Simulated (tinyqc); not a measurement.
From results back to parameters: propagation of a band-gap error through k.p and effective-mass formulas. Five cases, with inputs chosen for the exercise.

Problem. A calculation returned the electron mass below. With 1/me = 1 + Ep (E + 2 Dso/3)/(E (E + Dso)) and the given Ep and Dso, which gap E did it have, and by what factor is exp(-E/2kT) off against the gap Eg?

Constants: kB = 8.617333262e-05 eV/K.

Case 1.

Values chosen (reference values near those of InAs, gap at low temperature; the results hold for these values, not for the real material): Eg = 0.42 eV (gap at Gamma to the s-like level); Dso = 0.392 eV (spin-orbit splitting); Ep = 21.5 eV (Kane energy); T = 300 K (temperature).

me = 0.0263377 m0

Case 2.

Values chosen (reference values near those of GaAs, gap at low temperature; the results hold for these values, not for the real material): Eg = 1.542 eV (gap at Gamma to the s-like level); Dso = 0.346 eV (spin-orbit splitting); Ep = 25.2 eV (Kane energy); T = 300 K (temperature).

me = 0.0353447 m0

Case 3.

Values chosen (reference values near those of ZnSe, gap at low temperature; the results hold for these values, not for the real material): Eg = 2.781 eV (gap at Gamma to the s-like level); Dso = 0.403 eV (spin-orbit splitting); Ep = 24.1 eV (Kane energy); T = 77 K (temperature).

me = 0.0481905 m0

Case 4.

Values chosen (reference values near those of GaAs, gap at low temperature; the results hold for these values, not for the real material): Eg = 1.529 eV (gap at Gamma to the s-like level); Dso = 0.344 eV (spin-orbit splitting); Ep = 25.3 eV (Kane energy); T = 300 K (temperature).

me = 0.0377822 m0

Case 5.

Values chosen (reference values near those of InAs, gap at low temperature; the results hold for these values, not for the real material): Eg = 0.417 eV (gap at Gamma to the s-like level); Dso = 0.383 eV (spin-orbit splitting); Ep = 21.9 eV (Kane energy); T = 77 K (temperature).

me = 0.0069003 m0

Find: X = 1/me - 1; E; log10 of the factor.
Solution. X E^2 + (X Dso - Ep) E - (2/3) Ep Dso = 0 has one positive root; the factor is exp((Eg - E)/2kT).

Case 1.

X = 1/me - 1 = 36.968
E = 0.496 eV
log10 of the factor = -0.64

Case 2.

X = 1/me - 1 = 27.293
E = 0.833 eV
log10 of the factor = 5.96

Case 3.

X = 1/me - 1 = 19.751
E = 1.112 eV
log10 of the factor = 54.62

Case 4.

X = 1/me - 1 = 25.468
E = 0.902 eV
log10 of the factor = 5.27

Case 5.

X = 1/me - 1 = 143.921
E = 0.113 eV
log10 of the factor = 9.95

Computed by tinyqc, one run a case: `OMP_NUM_THREADS=1 python tinyqc.py N N+1 out.jsonl` with N = 1880557, 1880574, 1880602, 1880607, 1880631; one thread of a shared Intel(R) Xeon(R) Processor @ 2.30GHz, about 0.01 s a run at most.
